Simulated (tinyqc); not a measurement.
Inside a calculation. Method: Hubbard chain of 2 sites. One step of it, computed by the program tinyqc.

Problem. Mean-field iteration 1. H(up) = T + U n(down), H(down) = T + U n(up); fill the lowest levels; n(new) = n + mixing (n(out) - n); E = tr T (rho up + rho down) + U sum n_up n_down of the output.

one-body matrix (hopping and site energies) (eV), order 1, 2:
```
[[0.960000, -1.750000],
 [-1.750000, 0.250000]]
```

U = 6.200000 eV

electrons, up and down: [1, 1]

mixing = 1

n(up) at the start (a guess, not normalised): [0.800000, 0.200000]

n(down) at the start (a guess): [0.200000, 0.800000]

Give: levels, up; levels, down; energy; n(up) after iteration 1; n(down) after iteration 1.

Solution.

levels, up (eV): [1.397, 6.013]

levels, down (eV): [0.882, 6.528]

energy = 0.265 eV

n(up) after iteration 1: [0.826, 0.174]

n(down) after iteration 1: [0.108, 0.892]
